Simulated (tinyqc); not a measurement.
Tight binding, honeycomb lattice, step by step. One step of it, computed by the program tinyqc.

Problem. Levels at k. Diagonalise the Hermitian matrix.

H(k) at k (eV):
```
                    A                   B
A            0.181865  1.597165+2.798023i
B  1.597165-2.798023i           -0.181517
```

Give: eigenvalues; weights |c|^2 of the basis functions.

Solution.

eigenvalues (eV): -3.2267  3.2271

weights |c|^2 of the basis functions:
```
   band 1  band 2
A  0.4718  0.5282
B  0.5282  0.4718
```
